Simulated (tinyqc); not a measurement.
# IGBT as a p-i-n diode in series with a MOS channel, on-state and switching loss: effects of single changes

High injection (n = p) in a drift layer from x = -W/2 (anode) to +W/2 (cathode side), recombination only in the layer with lifetime tau, ideal emitters. The channel feeds the cathode side and carries the whole current. Auger recombination, carrier-carrier scattering, emitter losses and the carrier dip under the p body are left out.

Values chosen for this exercise; material values close to those of silicon:
- T = 300 K (temperature)
- Eg = 1.14 eV (band gap)
- Nc = 2.79e19 cm^-3 (conduction-band density of states at T)
- Nv = 2.66e19 cm^-3 (valence-band density of states at T)
- mn = 1400 cm^2/(V s) (electron mobility)
- mp = 480 cm^2/(V s) (hole mobility)
- W = 200 um (width of the drift layer)
- Nd = 3.5e13 cm^-3 (doping of the drift layer)
- tau = 6.2 us (high-injection lifetime)
- J = 150 A/cm^2 (current density)
- Rch = 0.81 mohm cm^2 (channel and accumulation resistance)
- Vdc = 1200 V (link voltage)
- ks = 0.11 (turn-off energy per stored charge and link voltage)
- f = 10 kHz (switching frequency)

Constants: q = 1.602176634e-19 C, kB = 1.380649e-23 J/K, Vt = kB T/q. Results are converted to the units shown.

Each table varies one quantity; the others keep the values above.

## Effect of the current density

b = mn/mp, B = (b - 1)/(b + 1), La = sqrt(2 Vt mn mp tau/(mn + mp)), y = W/(2 La). n(x) = (tau J/(2 q La))[cosh(x/La)/sinh y - B sinh(x/La)/cosh y]. Vm = Vt [(8 b/(b + 1)^2)(sinh y/s) arctan(s sinh y) + B ln((1 + B tanh^2 y)/(1 - B tanh^2 y))], s = sqrt(1 - B^2 tanh^2 y); Vj = Vt ln(n(-W/2) n(W/2)/ni^2), ni = sqrt(Nc Nv) exp(-Eg/(2 Vt)), Eg in volts; Vc = J Rch; Von = Vm + Vj + Vc. Stored charge tau J, turn-off energy Eoff = ks tau J Vdc, loss at half duty 0.5 J Von + f Eoff. A unipolar device on the same layer has Vu = J (W/(q mn Nd) + Rch).

The same in every row: y = 0.9342.

Effect of the current density:
```
J (A/cm^2)	Von (V)	Vu (V)	Eoff (mJ/cm^2)	total loss (W/cm^2)
0.3	0.6373	0.7645	0.2455	2.551
0.76	0.6858	1.937	0.6220	6.480
1.9	0.7341	4.842	1.555	16.25
4.8	0.7843	12.23	3.928	41.17
12	0.8375	30.58	9.821	103.2
31	0.9020	79.00	25.37	267.7
78	0.9878	198.8	63.84	676.9
200	1.135	509.7	163.7	1750
500	1.426	1274	409.2	4448
```

As J goes from 0.3 to 500 A/cm^2, Von rises from 0.637 to 1.43 V, Eoff rises from 0.246 to 409 mJ/cm^2 and the total loss rises from 2.55 to 4450 W/cm^2. Von is below Vu in 9 of the 9 rows. For J = 78 to 500 A/cm^2 the density at the anode passes 2e17 cm^-3, where Auger recombination and emitter losses matter.

## Effect of the switching frequency

Same model as above.

The same in every row: y = 0.93419; Von (V) = 1.0799; Vu (V) = 382.25; Eoff (mJ/cm^2) = 122.76.

Results:
```
f (kHz)	total loss (W/cm^2)
0.3	117.82
1.4	252.86
2.9	437.00
6.2	842.10
13	1676.9
28	3518.3
60	7446.6
```

Estimate the missing row, f = 0.64 kHz.

Computed row:
```
f (kHz)	total loss (W/cm^2)
0.64	159.56
```

With this row back in the table: As f goes from 0.3 to 60 kHz, Von stays at 1.08 V, Eoff stays at 123 mJ/cm^2 and the total loss rises from 118 to 7450 W/cm^2. Von is below Vu in 8 of the 8 rows. In every row the density at the anode passes 2e17 cm^-3, where Auger recombination and emitter losses matter.

## Effect of the high-injection lifetime

Same model as above.

The same in every row: Vu (V) = 382.25.

Effect of the high-injection lifetime:
```
tau (us)	y	Von (V)	Eoff (mJ/cm^2)	total loss (W/cm^2)
1.2	2.1234	1.2283	23.760	329.72
2	1.6448	1.1304	39.600	480.78
3.3	1.2805	1.0916	65.340	735.27
5.4	1.0010	1.0802	106.92	1150.2
8.8	0.78414	1.0830	174.24	1823.6
14	0.62168	1.0935	277.20	2854.0
23	0.48503	1.1099	455.40	4637.2
38	0.37735	1.1299	752.40	7608.7
62	0.29542	1.1516	1227.6	12362
```

What does the table show?

As tau goes from 1.2 to 62 us, Von goes from 1.23 through a minimum of 1.08 (at tau = 5.4 us among the rows listed) to 1.15 V, Eoff rises from 23.8 to 1230 mJ/cm^2 and the total loss rises from 330 to 12400 W/cm^2. Von is below Vu in 9 of the 9 rows. For tau = 2 to 62 us the density at the anode passes 2e17 cm^-3, where Auger recombination and emitter losses matter.

Computed by the program tinyqc: `OMP_NUM_THREADS=1 python tinyqc.py 2590040 2590041 out.jsonl`, one thread of a shared Intel Xeon 2.30GHz, about 0.01 s for the whole run.
